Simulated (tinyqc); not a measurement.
Capillary instabilities by surface diffusion: grooving and agglomeration of films, edge retraction, wire break-up and smoothing of roughness. Changing the film thickness h. Computed by tinyqc, a small Python program. Command: `OMP_NUM_THREADS=1 python tinyqc.py 3030579 3030580 out.jsonl dewet sweep`. One thread of a shared host (Intel(R) Xeon(R) Processor @ 2.30GHz), about 0.01 s of CPU time with the checks.

Isotropic surface energy; shapes change by surface diffusion alone.

Inputs (values chosen for the exercise, of the order of those of a gold film): surface energy gamma_s = 1.33 J/m^2; grain-boundary energy gamma_b = 0.38 J/m^2; interface energy gamma_i = 0.64 J/m^2; contact angle on the substrate theta = 110 degrees; atomic volume Omega = 17 angstrom^3; surface sites nu = 8.9 1/nm^2; prefactor D0 = 1.5e-06 m^2/s; activation energy Q = 0.944 eV; temperature T = 982 K; time t = 480 s; grain radius R = 140 nm.

Grooves: at the surface and the interface.

Constants: k_B = 8.617333262e-05 eV/K; k_B = 1.380649e-23 J/K.

Method:
- B = D_s nu gamma_s Omega^2/(k_B T), D_s = D0 exp(-Q/(k_B T)).
- Groove angle beta: sin(beta) = gamma_b/(2 gamma). For circular grains of radius R with spherical caps the groove ends (measured from the mean surface) at the depth R g(beta), g = (2 - 3 cos beta + cos^3 beta)/(3 sin^3 beta). The film parts if R [g(beta_s) + g(beta_i)] > h.
- Mullins' isolated groove: depth below the flat surface d = 0.780 m (B t)^(1/4), m = tan(beta_s), width between the ridges 4.6 (B t)^(1/4); time to reach h: (h/(0.780 m))^4/B.
- A rim shaped as a circular segment with contact angle theta holds the area h x; its radius r obeys r^2 (theta - sin theta cos theta) = h x. To advance, the edge must carry a strip of the rim height H = r (1 - cos theta) over the rim, driven by the curvature 1/r over the distance r theta (the scaling argument of Brandon and Bradshaw): H dx/dt = B/(theta r^2) gives x^(5/2) = (5/2) B t c^(3/2)/(theta (1 - cos theta) h^(3/2)), c = theta - sin theta cos theta.

One run for each value:
```
film thickness h (nm)  time to reach the substrate (s)  retraction x (nm)  final depth over h
2.0                                         1.8405e-02             6169.5              7.8732
3.3                                         1.3642e-01             4568.3              4.7716
5.3                                         9.0767e-01             3438.0              2.9710
8.7                                         6.5902e+00             2553.6              1.8099
14.0                                        4.4191e+01             1919.5              1.1247
23.0                                        3.2191e+02             1425.1              0.6846
38.0                                        2.3986e+03             1054.4              0.4144
61.0                                        1.5927e+04              793.7              0.2581
100.0                                       1.1503e+05              590.0              0.1575
```

Describe and explain the trends.

Over the rows, time to reach the substrate (s) rises from 0.0184 to 115000 (exponent d ln y / d ln x about 4.0 throughout); retraction x (nm) falls from 6170 to 590 (exponent d ln y / d ln x about -0.60 throughout); final depth over h falls from 7.87 to 0.157 (exponent d ln y / d ln x about -1.0 throughout). The exponent of time to reach the substrate stays at 4: surface diffusion over the length h. The exponent of retraction x stays at -0.60: a thicker film has more matter to move. At fixed B a film half as thick lasts a sixteenth as long, which a drop of about 210 K makes good: the agglomeration temperature is lower for thinner films.

Caution (rows 5.30, 8.70, 14.0, 23.0, 38.0, 61.0, 100): the grains are too small for the surface groove ever to reach the depth h.
